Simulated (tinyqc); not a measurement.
Worked calculation: Hubbard chain of 4 sites. Computed by tinyqc, a small Python program that keeps every step. Settings: hopping = 1.69, U = 4.6, mixing = 1, iteration cap = 58. Command: `OMP_NUM_THREADS=1 python tinyqc.py 30586 30587 out.jsonl` (the two numbers bound the seeds that draw the settings). One thread of a shared host (Intel(R) Xeon(R) Processor @ 2.60GHz), about 0.2 s of CPU time with the checks. Later iterations appear only in the table of the cycle.

## Mean-field iteration 1

one-body matrix (hopping and site energies) (eV):
```
           1          2          3          4
1   0.050000  -1.690000   0.000000   0.000000
2  -1.690000   0.940000  -1.690000   0.000000
3   0.000000  -1.690000   0.750000  -1.690000
4   0.000000   0.000000  -1.690000   0.990000
```

U = 4.600000 eV

electrons, up and down: 2  2

mixing = 1

n(up) at the start (a guess, not normalised): 1 0.950000, 2 0.050000, 3 0.950000, 4 0.050000

n(down) at the start (a guess): 1 0.050000, 2 0.950000, 3 0.050000, 4 0.950000

H(up) = T + U n(down), H(down) = T + U n(up); fill the lowest levels; n(new) = n + mixing (n(out) - n); E = tr T (rho up + rho down) + U sum n_up n_down of the output.

levels, up (eV): -0.590433  0.348696  5.558937  6.612799

levels, down (eV): -0.264811  0.913649  4.863563  6.417599

energy = -0.592388 eV

n(up) after iteration 1: 1 0.928991, 2 0.136460, 3 0.848799, 4 0.085750

n(down) after iteration 1: 1 0.127418, 2 0.810697, 3 0.165530, 4 0.896355

## Mean-field iteration 2

As before.

levels, up (eV): -0.351877  0.754408  5.198877  6.328592

levels, down (eV): -0.093419  1.105928  4.737984  6.179506

energy = -0.655220 eV

n(up) after iteration 2: 1 0.907184, 2 0.178382, 3 0.808268, 4 0.106166

n(down) after iteration 2: 1 0.149038, 2 0.777473, 3 0.199449, 4 0.874040

## Convergence

Each step fills the lowest levels of T + U n(other spin) and sets n(new) = n + mixing (n(out) - n); stop when output and input agree to 1e-8.

Course of the cycle:
```
iteration       E (eV)  largest |n(out) - n(in)|  mean |n_up - n_down|
1          -0.59238761                  1.39e-01              0.742421
2          -0.65521988                  4.19e-02              0.683483
3          -0.66630665                  2.04e-02              0.656254
4          -0.66872356                  8.45e-03              0.643533
5          -0.66929908                  4.67e-03              0.637089
6          -0.66944200                  2.05e-03              0.633937
7          -0.66947823                  1.17e-03              0.632307
8          -0.66948751                  5.22e-04              0.631500
9          -0.66948990                  3.00e-04              0.631080
10         -0.66949052                  1.34e-04              0.630872
11         -0.66949068                  7.75e-05              0.630764
...                ...                       ...                   ...
15         -0.66949073                  5.19e-06              0.630660
16         -0.66949073                  2.33e-06              0.630657
17         -0.66949073                  1.34e-06              0.630655
18         -0.66949073                  6.02e-07              0.630654
19         -0.66949073                  3.47e-07              0.630654
20         -0.66949073                  1.56e-07              0.630653
21         -0.66949073                  8.99e-08              0.630653
22         -0.66949073                  4.04e-08              0.630653
23         -0.66949073                  2.33e-08              0.630653
24         -0.66949073                  1.04e-08              0.630653
25         -0.66949073                  6.03e-09              0.630653
```

local moments n_up - n_down: 1 0.713304, 2 -0.535069, 3 0.548002, 4 -0.726238

Converged in 25 iterations. Before convergence this energy mixes input and output and is not variational, so it may rise towards its limit.

## Exact diagonalisation (36 states)

Lowest levels of the sector, and the double occupancy of the lowest state.

lowest levels (eV): -1.493426  -0.320815  0.821927  1.335654  2.079520  2.465782

double occupancy per site = 0.126341

The mean-field solution above lies 0.8239 eV above the exact energy.

## The lowest level by Lanczos steps

From a random start vector (not printed): a_j = <q_j|H|q_j>, b_j = norm of the remainder after orthogonalising; the Ritz value is the lowest eigenvalue of the tridiagonal matrix of a and b so far.

Lanczos:
```
j   a_j (eV)  b_j (eV)  lowest Ritz value (eV)
1   4.602369  5.226720              4.60236887
2   5.478324  4.031086             -0.20469212
3   7.604450  4.429900             -1.13869356
4   9.065568  4.052823             -1.37767897
5   6.957817  4.325674             -1.44472978
6   9.215544  5.104766             -1.46829803
7   7.185735  4.315010             -1.48249671
8   8.906988  3.878209             -1.48943164
9   6.330560  3.901331             -1.49204843
10  7.816823  3.589856             -1.49310349
```
